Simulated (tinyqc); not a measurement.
From one set of inputs to another, one input at a time: admittance spectroscopy and thermally stimulated current of one trap level in a depletion layer. Computed by tinyqc, a small Python program. Command: `OMP_NUM_THREADS=1 python tinyqc.py 3113544 3113545 out.jsonl admit ladder`. One thread of a shared host (Intel(R) Xeon(R) Processor @ 2.30GHz), about 0.01 s of CPU time with the checks.

A Schottky junction on n-type material holds one donor-like electron trap; shallow donors are fully ionised and abrupt depletion edges are assumed.

The inputs printed are set A. Set A is modelled on n-type GaN; the values taken over come from a set modelled on n-type germanium. Inputs not listed in the table keep their values of set A, so the rows need not describe a real material.

Inputs (values chosen for the exercise, modelled on n-type GaN):
```
quantity,value,unit
dielectric constant eps,9.4,-
density-of-states mass m,0.207,m_0
shallow doping N,3.8e+15,1/cm^3
trap density N_t,3.8e+14,1/cm^3
trap depth E_t below the band,0.274,eV
capture cross section sigma,1.5e-16,cm^2
band bending V_b,1.1,V
test frequency f,300,Hz
heating rate beta,0.059,K/s
```

Constants: k_B = 1.380649e-23 J/K; m_0 = 9.1093837015e-31 kg; h = 6.62607015e-34 J s; k_B = 8.617333262e-05 eV/K; eps_0 = 8.8541878128e-12 F/m; e = 1.602176634e-19 C.

Method:
- N_c = 2 (2 pi m k_B T/h^2)^(3/2), v_th = sqrt(3 k_B T/m), emission rate e_n = sigma v_th N_c exp(-E_t/(k_B T)).
- Where the level crosses the Fermi level capture equals emission, so the trap follows the signal with the rate 2 e_n; G/omega peaks at omega = 2 e_n (the correction for large N_t/N is left out).
- Solve 2 e_n(T_p) = 2 pi f.
- With E_c - E_F = k_B T_p ln(N_c/N): lambda = sqrt(2 eps eps_0 (E_t - (E_c - E_F))/(e^2 N)); traps are empty and charged for x < x_t = w - lambda, and V_b = e (N w^2 + N_t x_t^2)/(2 eps eps_0). High frequency: C_hf = eps eps_0/w. Low frequency: C_lf = eps eps_0 (N + N_t)/(N w + N_t x_t).
- Thermally stimulated current without retrapping: filled share n(T) = exp(-(1/beta) int e_n dT), current proportional to e_n n; the peak obeys beta (E_t/(k_B T^2) + 2/T) = e_n(T). The integral starts at 0.5 T_m and uses 4000 trapezoid steps to 1.2 T_m.
- Chen's first-order estimate from the full width W = T_2 - T_1 between the half-height points: E = 2.52 k_B T_m^2/W - 2 k_B T_m.

Each row keeps all changes above it:
```
input moved,from,to,step (C_lf - C_hf)/C_hf,peak temperature T_m (K),C_hf (nF/cm^2)
set A,-,-,0.03764,124.62,15.448
trap depth E_t below the band (eV),0.274,0.21,0.03321,98.17,15.490
capture cross section sigma (cm^2),1.5e-16,2.9e-17,0.03181,104.09,15.504
trap density N_t (1/cm^3),3.8e+14,2.4e+15,0.16777,104.09,16.966
band bending V_b (V),1.1,0.44,0.27460,104.09,25.443
test frequency f (Hz),300,2000,0.25413,104.09,25.659
density-of-states mass m (m_0),0.207,0.534,0.23331,100.60,25.902
shallow doping N (1/cm^3),3.8e+15,1.8e+16,0.06536,100.60,53.018
```

Where does the difference come from?

Step (C_lf - C_hf)/C_hf goes from 0.0376 to 0.0654, a factor 1.74 in all. The largest single move comes from trap density N_t (a factor 5.27), and shallow doping N works against it (a factor 0.280). Peak temperature T_m goes from 125 to 101, a factor 0.807 in all. The largest single move comes from trap depth E_t below the band (a factor 0.788), and capture cross section sigma works against it (a factor 1.06). C_hf goes from 15.4 to 53.0, a factor 3.43 in all. The largest single move comes from shallow doping N (a factor 2.05). The single moves hold for this order of the switches; the total does not depend on the order.

Caution (rows trap density N_t, band bending V_b, test frequency f, density-of-states mass m): N_t/N is not small, so the peak moves away from omega = 2 e_n.

Extremes, crossings and ranges named in words are read from the listed rows.
